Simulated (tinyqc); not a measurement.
# Doping and flat-band voltage from the body effect

Question. VT = Vfb + 2 phiF + gamma sqrt(2 phiF + Vsb), phiF = Vt ln(Na/ni), gamma = sqrt(2 q eps0 eps_r Na)/Cox, Cox = eps0 eox/tox. Find Na, gamma and Vfb from two thresholds.

Inputs (values chosen for the exercise); material values close to those of silicon:
- T = 325 K (temperature)
- eps_r = 11.9 (relative permittivity of the semiconductor)
- eox = 26.1 (relative permittivity of the gate insulator)
- tox = 94 nm (insulator thickness)

Constants: q = 1.602176634e-19 C, kB = 1.380649e-23 J/K, Vt = kB T/q, eps0 = 8.8541878128e-14 F/cm where lengths are in cm. Results are converted to the units shown.

VT at Vsb = 0 and 2.4 V (V): 2.4164655  4.5531773
ni = 7.5563638e10 cm^-3

Answer. The difference of the thresholds, gamma [sqrt(2 phiF + Vsb) - sqrt(2 phiF)], holds no Vfb and rises with Na, so it has one root; Vfb then follows from the first threshold.

Na = 1.100e18 cm^-3
gamma = 2.479 V^0.5
Vfb = -0.8900 V

tinyqc, about 0.04 s, one thread, Intel Xeon 2.30GHz (shared host): `OMP_NUM_THREADS=1 python tinyqc.py 2360028 2360029 out.jsonl`
